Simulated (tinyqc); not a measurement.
Worked calculation: minimum-mode following (dimer method) and harmonic rate on a two-dimensional model surface. Computed by tinyqc, a small Python program that keeps every step. Command: `OMP_NUM_THREADS=1 python tinyqc.py 3014520 3014521 out.jsonl dimer walk`. One thread of a shared host (Intel(R) Xeon(R) Processor @ 2.30GHz), about 0.01 s of CPU time with the checks. Intermediate numbers are printed to about 5 digits and carried at full precision; extremes and crossings named in words are read from the listed rows.

V(x, y) = h u^2 + t x + (kappa/2)(y + c u)^2 with u = x^2/w^2 - 1; the path runs from the minimum near (-w, 0) to that near (w, 0).

Inputs (values chosen for the exercise, for a model surface): height h = 1.1 eV; half width w = 1.2 angstrom; transverse stiffness kappa = 1.9 eV/angstrom^2; curvature c = 0.53 angstrom; tilt t = 0.066 eV/angstrom; start as a fraction of the way from minimum to saddle = 0.74; offset of the start in y = 0.057 angstrom; first angle of the dimer = -35 degrees; half length delta = 0.005 angstrom; step factor eta = 0.059 angstrom^2/eV; mass M = 118 u; temperature T = 400 K.

Surface: curved double well.

Constants: nu for 1 eV/(angstrom^2 u) = 15.6333042 THz; k_B = 8.617333262e-05 eV/K.

## Stationary points

Newton steps x(new) = x - H^-1 grad V (moves limited to 0.3 angstrom) from (-w, 0), (w, 0) and (0, c) give the two minima and the saddle.

positions (angstrom), rows start, end, saddle, columns x, y:
```
[[-1.2107, -0.0095],
 [1.1891, 0.0096],
 [0.0216, 0.5298]]
```

energies (eV): start -0.0796, end 0.0788, saddle 1.1007

barrier from the start = 1.1803 eV

## Starting point

R0 = start minimum + fraction x (saddle - minimum) + (0, offset); in practice such a guess comes from a displaced minimum.

R at the start (angstrom): [-0.29878, 0.44661]

phi at the start = -35 degrees

## Dimer step 1

Dimer at R with unit axis N = (cos phi, sin phi) and normal T = (-sin phi, cos phi). Gradients g at R +/- delta N and at R +/- delta T give H N and H T by central differences, (g+ - g-)/(2 delta). With C_N = N.H N, C_T = T.H T and b = T.H N, rotate by theta = (1/2) atan2(-2b, C_T - C_N), the angle of least curvature C = (C_N + C_T)/2 - sqrt((C_N - C_T)^2/4 + b^2). Translate along F = -g + 2 (g.N) N if C < 0, else along F = (g.N) N, with the new axis: R(new) = R + eta F, the move limited to 0.2 angstrom.

C_N, C_T, b (eV/angstrom^2): [-0.6370, 0.0709, -2.1943]

rotation theta = 40.418 degrees

phi after step 1 = 5.4184 degrees

least curvature C = -2.5056 eV/angstrom^2

gradient g (eV/angstrom): [0.94346, -0.09601]

effective force F (eV/angstrom): [0.90859, 0.27168]

R after step 1 (angstrom): [-0.24518, 0.46264]

The curvature is negative, so the force along the axis is inverted.

## Dimer step 2

The formulas are those given above.

C_N, C_T, b (eV/angstrom^2): [-2.6979, 1.9237, 0.0932]

rotation theta = -1.1550 degrees

phi after step 2 = 4.2634 degrees

least curvature C = -2.6998 eV/angstrom^2

gradient g (eV/angstrom): [0.79938, -0.08594]

effective force F (eV/angstrom): [0.77781, 0.20352]

R after step 2 (angstrom): [-0.19928, 0.47465]

The curvature is negative, so the force along the axis is inverted.

## All steps

R0 = start minimum + fraction x (saddle - minimum) + (0, offset). Stop when |g| is below 1e-5 eV/angstrom, after 150 steps at most.

Course of the dimer:
```
step  x (angstrom)  y (angstrom)  E above the start (eV)  C (eV/angstrom^2)  |g| (eV/angstrom)
1         -0.29878       0.44661                  1.0301            -2.5056         9.4834e-01
2         -0.24518       0.46264                  1.0754            -2.6998         8.0399e-01
3         -0.19928       0.47465                  1.1081            -2.8352         6.7394e-01
4         -0.16059       0.48382                  1.1312            -2.9265         5.6051e-01
5         -0.12830       0.49096                  1.1471            -2.9865         4.6373e-01
6         -0.10154       0.49664                  1.1580            -3.0247         3.8239e-01
7         -0.07945       0.50123                  1.1654            -3.0483         3.1468e-01
8         -0.06127       0.50502                  1.1703            -3.0622         2.5868e-01
9         -0.04634       0.50818                  1.1736            -3.0699         2.1255e-01
...            ...           ...                     ...                ...                ...
71         0.02161       0.52982                  1.1803            -3.0522         2.4822e-05
72         0.02161       0.52982                  1.1803            -3.0522         2.2037e-05
73         0.02161       0.52982                  1.1803            -3.0522         1.9565e-05
74         0.02161       0.52982                  1.1803            -3.0522         1.7370e-05
75         0.02161       0.52982                  1.1803            -3.0522         1.5422e-05
76         0.02161       0.52982                  1.1803            -3.0522         1.3692e-05
77         0.02161       0.52982                  1.1803            -3.0522         1.2156e-05
78         0.02161       0.52982                  1.1803            -3.0522         1.0793e-05
79         0.02161       0.52982                  1.1803            -3.0522         9.5827e-06
```

final position (angstrom): [0.02161, 0.52982]

steps = 79

final |g| = 9.5827e-06 eV/angstrom

Converged in 79 steps on the saddle found by Newton steps.

## Curvatures and frequencies

Diagonalise the Hessian at the start minimum and at the saddle; nu = 15.6333042 THz x sqrt(|lambda|/M).

Hessian at the minimum (eV/angstrom^2):
```
[[7.7836, -1.6932],
 [-1.6932, 1.9000]]
```

Hessian at the saddle (eV/angstrom^2):
```
[[-3.0521, 0.0302],
 [0.0302, 1.9000]]
```

eigenvalues at the minimum (eV/angstrom^2): [1.4475, 8.2361]

eigenvalues at the saddle (eV/angstrom^2): [-3.0523, 1.9002]

frequencies at the minimum (THz): [1.7315, 4.1302]

frequencies at the saddle (the first is imaginary) (THz): [2.5143, 1.9838]

## Harmonic rate

Vineyard prefactor nu* = nu1 nu2 (minimum)/nu2 (saddle); k = nu* exp(-E_b/(k_B T)).

prefactor nu* = 3.6048 THz

rate k = 0.0048549 1/s

Checks made by the program: energy at the dimer end point against that of the Newton saddle (relative difference below 1e-10).
